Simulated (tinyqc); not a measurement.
# Haynes-Shockley experiment: what a collector records, against the lifetime

A sheet injected at x = 0, t = 0 gives at x = L the signal n(t) = N0 exp(-t/tau - (L - v t)^2/(4 D t))/sqrt(4 pi D t), D = mu Vt, v = mu F. Its peak lies at tp = [-D + sqrt(D^2 + u^2 L^2)]/u^2, u^2 = v^2 + 4 D/tau; dt is the full width at half height. Simple readings: mobility L/(F tp), diffusion coefficient (L dt/tp)^2/(16 ln 2 tp). Area v times the integral of n over N0: (v/u) exp(L (v - u)/(2 D)).

Inputs (values chosen for the exercise): temperature T = 300 K; minority-carrier mobility mu = 475 cm^2/(V s); sweep field along the drift F = 60 V/cm; distance from injector to collector L = 46 um.

Constants: q = 1.602176634e-19 C, kB = 1.380649e-23 J/K, Vt = kB T/q. Results are converted to the units shown.

The same in every row: L/v (us) = 0.16140.

Haynes-Shockley experiment: what a collector records, against the lifetime:

| tau (s) | tp (us) | dt (us) | apparent mobility (cm^2/(V s)) | apparent D (cm^2/s) | area | exp(-L/(v tau)) |
|---|---|---|---|---|---|---|
| 2e-8 | 0.076795 | 0.056176 | 998.33 | 13.295 | 0.0023212 | 3.1273e-4 |
| 5e-8 | 0.10196 | 0.087144 | 751.94 | 13.670 | 0.050140 | 0.039634 |
| 1e-7 | 0.11834 | 0.10999 | 647.85 | 13.928 | 0.19003 | 0.19908 |
| 2e-7 | 0.13030 | 0.12797 | 588.39 | 14.124 | 0.41235 | 0.44619 |
| 5e-7 | 0.13956 | 0.14262 | 549.36 | 14.279 | 0.69026 | 0.72411 |
| 1e-6 | 0.14312 | 0.14844 | 535.66 | 14.340 | 0.82829 | 0.85095 |
| 3e-6 | 0.14567 | 0.15265 | 526.31 | 14.384 | 0.93846 | 0.94762 |
| 6e-6 | 0.14632 | 0.15375 | 523.95 | 14.395 | 0.96865 | 0.97346 |

What does the table show?

True values: mu = 475 cm^2/(V s), D = 12.3 cm^2/s. The apparent mobility is 2.10 times the true one in the first row and 10 % above it in the last, and the apparent D 8.3 % above and 17 % above D. The peak always comes before L/v, since spreading and decay both weigh down the later part of the signal; the shift is 52 % and 9.3 % in these rows.

Computed by the program tinyqc: `OMP_NUM_THREADS=1 python tinyqc.py 2310133 2310134 out.jsonl`, one thread of a shared Intel Xeon 2.30GHz, about 0.01 s for the whole run.
